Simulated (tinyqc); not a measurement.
Composition of the buffer: band edges of strained Si(1-x)Ge(x) on relaxed Si(1-y)Ge(y).

Values are linear in the Ge fraction but for ED(x) = linear - CD x (1 - x) and a(x) = linear - Ca x (1 - x). Energies are on the common scale of Ev.

Coherent growth on a (001) face: e_par = (a(y) - a(x))/a(x), e_perp = -2 (C12/C11) e_par; exx = eyy = e_par, ezz = e_perp, no shear.

A valley with unit axis u lies at Ev + gap + (av + a_valley) tr(e) + Xu (u.e.u - tr(e)/3); the Delta axes are x, y, z and the L axes [111], [1-1-1], [-11-1], [-1-11]. The second-order shift of the Delta valleys under shear is left out; it lowers the pair normal to the sheared plane by tens of meV at a shear of 1 %.

Valence edges: Ev plus the levels of the 6 x 6 matrix of X, Y, Z times spin with -Dso/3 + l exx + m (eyy + ezz) on the diagonal (cyclic), n exy off it, l = av + 2 b, m = av - b, n = sqrt(3) d. Spin-orbit term (Dso/3) L.sigma on X, Y, Z with (L_k)_ij = -i epsilon_kij: <X+|H|Y+> = -i Dso/3, <X+|H|Z-> = Dso/3, <Y+|H|Z-> = -i Dso/3, <Z+|H|X-> = -Dso/3, <Z+|H|Y-> = i Dso/3, <X-|H|Y-> = i Dso/3, and their conjugates; + and - are the spin along z.

Values chosen for the exercise (end members near Si and Ge, in this order; not measured data):

| symbol | value | unit | meaning |
|---|---|---|---|
| a | (5.425, 5.657) | angstrom | lattice constant |
| Dso | (0.045, 0.29) | eV | spin-orbit splitting |
| av | (2.44, 1.25) | eV | valence hydrostatic potential |
| b | (-2.13, -2.51) | eV | tetragonal shear potential |
| d | (-4.76, -5.35) | eV | trigonal shear potential |
| C11 | (167.1, 130.3) | GPa |  |
| C12 | (64.2, 48.6) | GPa |  |
| C44 | (78.7, 65.9) | GPa |  |
| Ev | (0, 0.64) | eV | top of the unstrained valence band |
| ED | (1.133, 0.944) | eV | gap to the Delta valleys |
| EL | (2.009, 0.749) | eV | gap to the L valleys |
| aD | (1.73, 1.41) | eV | hydrostatic potential of the Delta gap |
| aL | (-3.12, -2.85) | eV | hydrostatic potential of the L gap |
| XuD | (9.37, 9.36) | eV | uniaxial potential, Delta |
| XuL | (16.38, 15.69) | eV | uniaxial potential, L |
| CD | 0.197 | eV | bowing of the Delta gap |
| Ca | 0 | angstrom | bowing of the lattice constant |
| face | 001 |  | growth face |
| x | 0.2 |  | Ge fraction of the layer |

The layer is kept. dEc = Ec(buffer) - Ec(layer), dEv = Ev(layer) - Ev(buffer); buffer edges Ev(y) and Ev(y) + min(ED, EL). The digit behind Delta or L counts whole valleys.

Results:

| y | e_par (%) | lowest valleys | gap (eV) | next valleys above (meV) | valence splitting (meV) | dEc (eV) | dEv (eV) |
|---|---|---|---|---|---|---|---|
| 0.00 | -0.85 | Delta4 | 0.966 | 140 | 41 | 0.029 | 0.138 |
| 0.11 | -0.38 | Delta4 | 1.020 | 63 | 24 | 0.011 | 0.062 |
| 0.32 | 0.51 | Delta2 | 0.992 | 84 | 46 | 0.075 | -0.037 |
| 0.43 | 0.98 | Delta2 | 0.919 | 161 | 95 | 0.148 | -0.064 |
| 0.54 | 1.44 | Delta2 | 0.844 | 238 | 146 | 0.226 | -0.088 |
| 0.64 | 1.87 | Delta2 | 0.775 | 308 | 194 | 0.301 | -0.109 |
| 0.75 | 2.33 | Delta2 | 0.698 | 386 | 247 | 0.388 | -0.132 |

The gap is 0.966 eV in the first row and 0.698 eV in the last, with its largest listed value, 1.020 eV, at y = 0.11: it peaks near the match y = x, since strain of either sign narrows it. The lowest valleys change: Delta4 to Delta2 between y = 0.11 and 0.32. Per 0.1 of y the valence offset moves by -36 meV on average; the conduction offset lies between +11 and +388 meV, not monotonically. Both carriers sit on one side for y = 0.00 and 0.11, and on opposite sides elsewhere. Offsets below about 30 meV are within the spread of parameter sets, so those rows do not settle the type. Strains above 2 % can be kept only in layers of a few nanometres.

Program tinyqc; command `OMP_NUM_THREADS=1 python tinyqc.py 1051072 1051073 out.jsonl`; about 0.02 s on one thread of a shared Intel(R) Xeon(R) Processor @ 2.30GHz.
